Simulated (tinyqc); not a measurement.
One-electron ion in a basis of Gaussians, step by step. Computed by tinyqc, a small Python program that keeps every step. Settings: Z = 4, l = 1. Command: `OMP_NUM_THREADS=1 python tinyqc.py 27394 27395 out.jsonl` (the two numbers bound the seeds that draw the settings). One thread of a shared host (Intel(R) Xeon(R) Processor @ 2.60GHz), about 0.01 s of CPU time with the checks.

## Matrices over normalised Gaussians

exponents of r^l exp(-a r^2) (1/bohr^2): 0.112600  0.345500  1.060000

Z = 4

l = 1

With p = a_i + a_j and I(k) = Gamma((k+1)/2) / (2 p^((k+1)/2)): S = I(2l+2), T = (2l+3) a_i a_j S / p, V = -Z I(2l+1), each divided by sqrt(S_ii S_jj).

S, lower triangle:
```
          1         2         3
1  1.000000
2  0.688109  1.000000
3  0.266536  0.688161  1.000000
```

T (hartree), lower triangle:
```
          1         2         3
1  0.281500
2  0.292182  0.863750
3  0.135650  0.896568  2.650000
```

V (hartree), lower triangle:
```
           1          2          3
1  -1.427934
2  -1.401397  -2.501283
3  -0.868469  -2.454876  -4.381186
```

## Generalised eigenproblem

H = T + V (hartree), lower triangle:
```
           1          2          3
1  -1.146434
2  -1.109215  -1.637533
3  -0.732819  -1.558307  -1.731186
```

Solve H C = S C e through S^(-1/2); each column has its largest component positive (the first on a tie).

eigenvalues of S: 0.151015  0.733464  2.115521

eigenvalues (hartree): -1.924725  -0.861275  0.025577

coefficients:
```
          1          2          3
1  0.043671   1.078657  -1.039808
2  0.458825  -0.153481   1.931410
3  0.603839  -0.453655  -1.294793
```

For Z = 4 and l = 1 the exact lowest level is -Z^2/(2 n^2) with n = l + 1: -2.000000 hartree.
